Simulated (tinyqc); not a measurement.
Length of a polyene: Hueckel, PPP and singles CI along the polyenes. Computed by the program tinyqc. Hueckel uses the same beta without repulsion; CIS keeps all single excitations and so misses the low, doubly excited 2Ag state. W is the valence ionisation energy of a centre, MN the Mataga-Nishimoto formula, f the oscillator strength.

All-trans chains of carbon centres 1.40 angstrom apart:
```
parameter,value
"beta (eV), times 1 +/- alternation",-2.680000
alternation,0.050000
W (eV),11.160000
gamma_rr (eV),9.570000
repulsion formula,Ohno
```

Gaps and excitations (eV):
```
centres,Hueckel gap,PPP orbital gap,bright singlet (CIS),f,lowest triplet (CIS)
2,5.6280,12.6344,6.9098,0.5924,4.3462
4,3.6311,9.8616,5.3239,1.1233,3.0140
6,2.7210,8.4573,4.4229,1.5951,2.3771
10,1.8764,7.0604,3.4472,2.4100,1.8198
```

Estimate the missing row, centres = 8.

Computed row:
```
centres  Hueckel gap  PPP orbital gap  bright singlet (CIS)       f  lowest triplet (CIS)
8             2.2062           7.6154                3.8460  2.0222                2.0296
```

The Hueckel gap tends to 4 x alternation x |beta| = 0.54 eV for long chains. Exchange opens the PPP orbital gap, and the attraction of electron and hole brings the bright state 3.61 eV below it at 10 centres; the triplet lies 1.63 eV lower still.
